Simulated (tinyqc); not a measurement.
Finite square well with mass mismatch (envelope functions), step by step. Values are carried at full precision from step to step, so a last printed digit may differ when a step is redone from the rounded ones.

A square well of width L and depth V0, mass mw inside and mb outside, energies from the bottom of the well, c = hbar^2/2m0. k = sqrt(mw E/c), kappa = sqrt(mb (V0 - E)/c). psi and psi'/m are continuous at the walls (BenDaniel-Duke), so level n solves k L + 2 atan[(k/mw)/(kappa/mb)] = n pi.

Constants: hbar^2/2m0 = 3.80998211 eV angstrom^2.

Parameters, chosen for this exercise (near those of the light valleys of a Si film in HfO2; the results hold for these values, not for the real material): L = 66 angstrom (well width); V0 = 1.559 eV (barrier height); mw = 0.186 m0 (mass in the well); mb = 0.183 m0 (mass in the barrier); alpha_w = 0.5 1/eV (non-parabolicity in the well); alpha_b = 0.32 1/eV (non-parabolicity in the barrier).

## How many levels are bound

At E = V0 the arctangent equals pi/2, so level n is bound if k0 L > (n - 1) pi with k0 = sqrt(mw V0/c). Compare with the infinitely deep well, E1(hard) = c (pi/L)^2/mw.

k0 = 0.27588 1/angstrom
k0 L/pi = 5.7958
number of bound levels = 6
E1(hard) = 0.0464 eV

The count does not depend on mb. One more level binds at L = 68.3 angstrom.

## The lowest level by bisection

f(E) = k L + 2 atan[(k/mw)/(kappa/mb)] - pi rises with E. Twelve halvings of [0, V0]: keep the half in which f changes sign.

Bisection:
```
step  low (eV)  high (eV)  midpoint (eV)        k    kappa        f
1      0.00000    1.55900        0.77950  0.19508  0.19350  11.2961
2      0.00000    0.77950        0.38975  0.13794  0.23698   7.0026
3      0.00000    0.38975        0.19487  0.09754  0.25597   4.0133
4      0.00000    0.19487        0.09744  0.06897  0.26496   1.9118
5      0.00000    0.09744        0.04872  0.04877  0.26934   0.4298
6      0.00000    0.04872        0.02436  0.03448  0.27150  -0.6169
7      0.02436    0.04872        0.03654  0.04224  0.27042  -0.0491
8      0.03654    0.04872        0.04263  0.04562  0.26988   0.1989
9      0.03654    0.04263        0.03958  0.04396  0.27015   0.0773
10     0.03654    0.03958        0.03806  0.04311  0.27028   0.0147
11     0.03654    0.03806        0.03730  0.04267  0.27035  -0.0171
12     0.03730    0.03806        0.03768  0.04289  0.27032  -0.0011
```

After twelve halvings the bracket is V0/4096 = 0.381 meV wide.

## Bound levels

Solve the condition for each n (six at most). With A = cos(kL/2) for even and sin(kL/2) for odd levels, the probability in the barriers is Pb = (A^2/kappa)/(A^2/kappa + L/2 +/- sin(kL)/(2k)), + for even.

Levels:
```
n  parity  E (eV)  k (1/angstrom)  kappa (1/angstrom)      Pb
1    even  0.0377         0.04291             0.27032  0.0024
2     odd  0.1504         0.08570             0.26011  0.0099
3    even  0.3369         0.12825             0.24228  0.0238
4     odd  0.5944         0.17035             0.21524  0.0466
5    even  0.9174         0.21163             0.17555  0.0861
6     odd  1.2910         0.25105             0.11346  0.1742
```

The lowest level lies at 81 % of the infinite-well value and decays into the barrier over 1/kappa = 3.7 angstrom. Above about 0.5 eV (from level 4 on) a parabolic band is a rough model.

## Mass in the plane and density of states

To first order in the in-plane energy, 1/m_par = (1 - Pb)/mw + Pb/mb for each subband. Each adds a step D = m_par/(2 pi c) to the density of states per area (spin included, one valley); 1/angstrom^2 = 1e16/cm^2.

Subbands:
```
n  m_par (m0)  D (1e13/(eV cm^2))
1      0.1860               7.769
2      0.1860               7.769
3      0.1859               7.767
4      0.1859               7.764
5      0.1857               7.759
6      0.1855               7.748
```

The mass is taken as isotropic here; the valleys of Si are not, and in the plane they have sqrt(ml mt), about 0.42 m0, so their real steps are about twice as large.

## Levels with energy-dependent masses

Non-parabolic bands: mw is replaced by mw (1 + alpha_w E) and mb by mb (1 - alpha_b (V0 - E)), in k, kappa and the matching condition alike.

Solve the same condition with the energy-dependent masses, and list the shift from the parabolic levels that exist in both.

Levels:
```
n  E (eV)  mass inside  mass outside  shift (meV)
1  0.0392       0.1896        0.0940          1.5
2  0.1488       0.1998        0.1004         -1.7
3  0.3108       0.2149        0.1099        -26.1
4  0.5078       0.2332        0.1214        -86.6
5  0.7266       0.2536        0.1343       -190.8
6  0.9578       0.2751        0.1478       -333.1
```

Level 1 moves by +1.5 meV and level 6 by -333.1 meV. The lighter mass deep in the barrier hardens the wall for low levels; the heavier mass in the well wins higher up.

## Checks

- Lowest level by finite differences (200 cells across the well) against the matching condition, eV: both 0.0377.

tinyqc: `OMP_NUM_THREADS=1 python tinyqc.py 1282108 1282109 out.jsonl`; about 0.01 s, one thread, shared Intel(R) Xeon(R) Processor @ 2.30GHz.
